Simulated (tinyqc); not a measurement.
Worked calculation: empirical pseudopotential in a few plane waves. One step of it, computed by the program tinyqc.

Problem. Levels at G. Diagonalise the Hermitian matrix.

H(k) at G (eV):
```
                     +0+0+0               -1-1-1               -1-1+1               -1+1-1
+0+0+0             0.000000   2.155032+1.164102i  -2.155032+1.164102i  -2.155032+1.164102i
-1-1-1   2.155032-1.164102i            12.534338   0.000000-1.333358i   0.000000-1.333358i
-1-1+1  -2.155032-1.164102i   0.000000+1.333358i            12.534338             0.448988
-1+1-1  -2.155032-1.164102i   0.000000+1.333358i             0.448988            12.534338
-1+1+1  -2.155032+1.164102i            -0.448988   0.000000+1.333358i   0.000000+1.333358i
+1-1-1  -2.155032-1.164102i   0.000000+1.333358i             0.448988             0.448988
+1-1+1  -2.155032+1.164102i            -0.448988   0.000000+1.333358i             0.000000
+1+1-1  -2.155032+1.164102i            -0.448988             0.000000   0.000000+1.333358i
+1+1+1   2.155032+1.164102i             0.000000            -0.448988            -0.448988
-2+0+0   0.000000-1.333358i  -2.155032+1.164102i  -2.155032-1.164102i  -2.155032-1.164102i
+0-2+0   0.000000-1.333358i  -2.155032+1.164102i  -2.155032-1.164102i   0.346344-0.240517i
+0+0-2   0.000000-1.333358i  -2.155032+1.164102i   0.346344-0.240517i  -2.155032-1.164102i
+0+0+2   0.000000+1.333358i  -0.346344-0.240517i   2.155032+1.164102i  -0.346344+0.240517i
+0+2+0   0.000000+1.333358i  -0.346344-0.240517i  -0.346344+0.240517i   2.155032+1.164102i
+2+0+0   0.000000+1.333358i  -0.346344-0.240517i  -0.346344+0.240517i  -0.346344+0.240517i

                     -1+1+1               +1-1-1               +1-1+1               +1+1-1
+0+0+0  -2.155032-1.164102i  -2.155032+1.164102i  -2.155032-1.164102i  -2.155032-1.164102i
-1-1-1            -0.448988   0.000000-1.333358i            -0.448988            -0.448988
-1-1+1   0.000000-1.333358i             0.448988   0.000000-1.333358i             0.000000
-1+1-1   0.000000-1.333358i             0.448988             0.000000   0.000000-1.333358i
-1+1+1            12.534338             0.000000             0.448988             0.448988
+1-1-1             0.000000            12.534338   0.000000-1.333358i   0.000000-1.333358i
+1-1+1             0.448988   0.000000+1.333358i            12.534338             0.448988
+1+1-1             0.448988   0.000000+1.333358i             0.448988            12.534338
+1+1+1   0.000000+1.333358i            -0.448988   0.000000+1.333358i   0.000000+1.333358i
-2+0+0   2.155032-1.164102i   0.346344-0.240517i  -0.346344-0.240517i  -0.346344-0.240517i
+0-2+0  -0.346344-0.240517i  -2.155032-1.164102i   2.155032-1.164102i  -0.346344-0.240517i
+0+0-2  -0.346344-0.240517i  -2.155032-1.164102i  -0.346344-0.240517i   2.155032-1.164102i
+0+0+2  -2.155032+1.164102i  -0.346344+0.240517i  -2.155032+1.164102i   0.346344+0.240517i
+0+2+0  -2.155032+1.164102i  -0.346344+0.240517i   0.346344+0.240517i  -2.155032+1.164102i
+2+0+0   0.346344+0.240517i   2.155032+1.164102i  -2.155032+1.164102i  -2.155032+1.164102i

                     +1+1+1               -2+0+0               +0-2+0               +0+0-2
+0+0+0   2.155032-1.164102i   0.000000+1.333358i   0.000000+1.333358i   0.000000+1.333358i
-1-1-1             0.000000  -2.155032-1.164102i  -2.155032-1.164102i  -2.155032-1.164102i
-1-1+1            -0.448988  -2.155032+1.164102i  -2.155032+1.164102i   0.346344+0.240517i
-1+1-1            -0.448988  -2.155032+1.164102i   0.346344+0.240517i  -2.155032+1.164102i
-1+1+1   0.000000-1.333358i   2.155032+1.164102i  -0.346344+0.240517i  -0.346344+0.240517i
+1-1-1            -0.448988   0.346344+0.240517i  -2.155032+1.164102i  -2.155032+1.164102i
+1-1+1   0.000000-1.333358i  -0.346344+0.240517i   2.155032+1.164102i  -0.346344+0.240517i
+1+1-1   0.000000-1.333358i  -0.346344+0.240517i  -0.346344+0.240517i   2.155032+1.164102i
+1+1+1            12.534338  -0.346344-0.240517i  -0.346344-0.240517i  -0.346344-0.240517i
-2+0+0  -0.346344+0.240517i            16.712451             0.448988             0.448988
+0-2+0  -0.346344+0.240517i             0.448988            16.712451             0.448988
+0+0-2  -0.346344+0.240517i             0.448988             0.448988            16.712451
+0+0+2  -2.155032-1.164102i            -0.448988            -0.448988             0.000000
+0+2+0  -2.155032-1.164102i            -0.448988             0.000000            -0.448988
+2+0+0  -2.155032-1.164102i             0.000000            -0.448988            -0.448988

                     +0+0+2               +0+2+0               +2+0+0
+0+0+0   0.000000-1.333358i   0.000000-1.333358i   0.000000-1.333358i
-1-1-1  -0.346344+0.240517i  -0.346344+0.240517i  -0.346344+0.240517i
-1-1+1   2.155032-1.164102i  -0.346344-0.240517i  -0.346344-0.240517i
-1+1-1  -0.346344-0.240517i   2.155032-1.164102i  -0.346344-0.240517i
-1+1+1  -2.155032-1.164102i  -2.155032-1.164102i   0.346344-0.240517i
+1-1-1  -0.346344-0.240517i  -0.346344-0.240517i   2.155032-1.164102i
+1-1+1  -2.155032-1.164102i   0.346344-0.240517i  -2.155032-1.164102i
+1+1-1   0.346344-0.240517i  -2.155032-1.164102i  -2.155032-1.164102i
+1+1+1  -2.155032+1.164102i  -2.155032+1.164102i  -2.155032+1.164102i
-2+0+0            -0.448988            -0.448988             0.000000
+0-2+0            -0.448988             0.000000            -0.448988
+0+0-2             0.000000            -0.448988            -0.448988
+0+0+2            16.712451             0.448988             0.448988
+0+2+0             0.448988            16.712451             0.448988
+2+0+0             0.448988             0.448988            16.712451
```

Give: eigenvalues.

Solution.

eigenvalues (eV): -5.3003  7.8204  7.8204  7.8204  10.1083  13.0586  13.0586  13.0586  15.8145  15.8145  18.1561  20.0042  20.0042  20.0042  23.3070
